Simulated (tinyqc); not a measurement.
Equilibrium crystal shape, supported particles, Gibbs-Thomson effect and coarsening: one step, computed by the program tinyqc. Command: `OMP_NUM_THREADS=1 python tinyqc.py 3004002 3004003 out.jsonl wulff walk`. One thread of a shared host (Intel(R) Xeon(R) Processor @ 2.30GHz), about 0.02 s of CPU time with the checks.

A cubic crystal bounded by {100}, {110} and {111} facets only.

Problem. Chemical potential of the particle. For the Wulff shape mu - mu(bulk) = 2 Omega gamma/h, with gamma and h = lambda gamma the energy and distance of any one facet plane, here (111); the vapour pressure rises by exp[(mu - mu(bulk))/(k_B T)].

Inputs (values chosen for the exercise, for a model cubic crystal): atoms in the particle N = 650; temperature T = 550 K.

Omega = 20.02 angstrom^3

gamma (J/m^2): (100) 1.33, (110) 1.62, (111) 1.29

distances of the planes from the centre (nm): {100} 1.369689, {110} 1.668342, {111} 1.328495

Constants: e = 1.602176634e-19 C; k_B = 8.617333262e-05 eV/K.

Give: mu - mu(bulk); pressure ratio.

Solution.

mu - mu(bulk) = 242.7 meV

pressure ratio = 167.4

Caution: below a few thousand atoms edges and corners add to the energy and facets hold few atoms.
